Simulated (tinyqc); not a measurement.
# Junctionless gate-all-around wire, depletion approximation: effects of single changes

A uniformly doped n-type wire of radius R under a surrounding gate; long channel. Below flat band a shell from radius rc to R is fully depleted and the neutral core, at channel potential V (0 at the source, Vd at the drain), carries the current with constant mobility; s = (rc/R)^2 is the share of the cross-section that conducts. The edge of the depleted shell is taken as abrupt, so there is no subthreshold current.

Inputs (values chosen for the exercise); material values those of a made-up semiconductor:

| symbol | value | unit | meaning |
|---|---|---|---|
| eps_r | 7.96 |  | relative permittivity of the semiconductor |
| eox | 22 |  | relative permittivity of the gate insulator |
| tox | 4.9 | nm | insulator thickness |
| R | 4 | nm | wire radius |
| Nd | 1.6e19 | cm^-3 | donor density |
| Vfb | 1 | V | flat-band voltage |
| mu | 59 | cm^2/(V s) | effective mobility in the wire |
| L | 0.2 | um | gate length |

Constants: q = 1.602176634e-19 C, eps0 = 8.8541878128e-14 F/cm where lengths are in cm. Results are converted to the units shown.

Each table varies one quantity; the others keep the values above.

## Effect of the insulator thickness on the threshold

Cox = eps0 eox/(R ln(1 + tox/R)); A = q Nd R^2/(4 eps0 eps_r); B = q Nd R/(2 Cox); VT = Vfb - A - B. The flat-band conductance is G0 = q mu Nd pi R^2/L.

The same in every row: A (V) = 0.1455; G0 (uS) = 3.801.

Results:
```
tox (nm)	Cox (uF/cm^2)	B (V)	VT (V)
1.6	14.47	0.03542	0.8191
2.4	10.36	0.04948	0.8050
4.9	6.089	0.08420	0.7703
7.1	4.771	0.1075	0.7471
10	3.887	0.1319	0.7226
15	3.125	0.1640	0.6905
```

Estimate the missing row, tox = 3.4 nm.

Computed row:
```
tox (nm)	Cox (uF/cm^2)	B (V)	VT (V)
3.4	7.916	0.06477	0.7897
```

With this row back in the table: As tox goes from 1.6 to 15 nm, VT falls from 0.819 to 0.690 V and G0 stays at 3.80 uS. A + B goes on average as tox^(0.24). The device is normally off (VT > 0) in 7 of the 7 rows.

## Effect of the wire radius on the threshold

Same model as above.

Results:
```
R (nm)	Cox (uF/cm^2)	A (V)	B (V)	VT (V)	G0 (uS)
1.3	9.592	0.01537	0.01737	0.9673	0.4015
2.4	7.296	0.05238	0.04216	0.9055	1.368
3.3	6.485	0.09902	0.06522	0.8358	2.587
4.4	5.915	0.1760	0.09534	0.7286	4.599
5.9	5.461	0.3165	0.1385	0.5450	8.270
8	5.096	0.5820	0.2012	0.2168	15.20
```

Estimate the missing row, R = 1.8 nm.

Computed row:
```
R (nm)	Cox (uF/cm^2)	A (V)	B (V)	VT (V)	G0 (uS)
1.8	8.234	0.02946	0.02802	0.9425	0.7697
```

With this row back in the table: As R goes from 1.3 to 8 nm, VT falls from 0.967 to 0.217 V and G0 rises from 0.402 to 15.2 uS. A + B goes on average as R^(1.75). The device is normally off (VT > 0) in 7 of the 7 rows. More conductance costs threshold voltage: the same dopants that conduct must be depleted. At R = 1.3 nm the radius is under two Debye lengths (at 300 K), so the depletion picture is rough. For R = 1.3 to 2.4 nm quantum confinement, left out here, matters.

Computed by the program tinyqc: `OMP_NUM_THREADS=1 python tinyqc.py 2460035 2460036 out.jsonl`, one thread of a shared Intel Xeon 2.30GHz, about 0.01 s for the whole run.
